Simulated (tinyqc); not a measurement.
Kinetic Monte Carlo and master equation for a particle on a ring of sites with traps and bias: one step, computed by the program tinyqc. Command: `OMP_NUM_THREADS=1 python tinyqc.py 3024333 3024334 out.jsonl kmc walk`. One thread of a shared host (Intel(R) Xeon(R) Processor @ 2.30GHz), about 0.06 s of CPU time with the checks.

5 sites on a ring, numbered 1 to 5. The saddle between i and i+1 lies at E0 + s b_i and site i at s eps_i; a force F tilts the landscape, with the saddle half-way.

Question. Twelve steps of the residence-time algorithm. Start on site 1 at t = 0. Hop right if r1 is below the share right, else left; advance the clock by -ln(r2) times the mean stay.

Inputs (values chosen for the exercise, for a model defect): temperature T = 840 K.

Disorder: both.

Random numbers:
```
step      r1      r2
1     0.5151  0.1173
2     0.8608  0.2686
3     0.8226  0.6026
4     0.0125  0.6847
5     0.7906  0.8822
6     0.8662  0.8492
7     0.2619  0.1206
8     0.2373  0.6302
9     0.2989  0.7556
10    0.6243  0.5889
11    0.6122  0.7114
12    0.2575  0.2592
```

Rates, shares of right hops and mean stays:
```
site  k right (1/s)  k left (1/s)  share right  mean stay (s)
1      1.070406e+07  8.278534e+06    0.5638882   5.267984e-08
2      4.693753e+07  7.210345e+06    0.8668397   1.846794e-08
3      1.894496e+08  9.119091e+06    0.9540759   5.036042e-09
4      1.080091e+09  2.728265e+08    0.7983421   7.391434e-10
5      1.511966e+07  1.629073e+07    0.4813585   3.183661e-08
```

Give: Trajectory.

Answer.

Trajectory:
```
step  site    hop    wait (s)   clock (s)  net hops
1        1  right  1.1289e-07  1.1289e-07         1
2        2  right  2.4277e-08  1.3717e-07         2
3        3  right  2.5508e-09  1.3972e-07         3
4        4  right  2.7997e-10  1.4000e-07         4
5        5   left  3.9903e-09  1.4399e-07         3
6        4   left  1.2082e-10  1.4411e-07         2
7        3  right  1.0653e-08  1.5477e-07         3
8        4  right  3.4128e-10  1.5511e-07         4
9        5  right  8.9220e-09  1.6403e-07         5
10       1   left  2.7894e-08  1.9192e-07         4
11       5   left  1.0841e-08  2.0276e-07         3
12       4  right  9.9796e-10  2.0376e-07         4
```
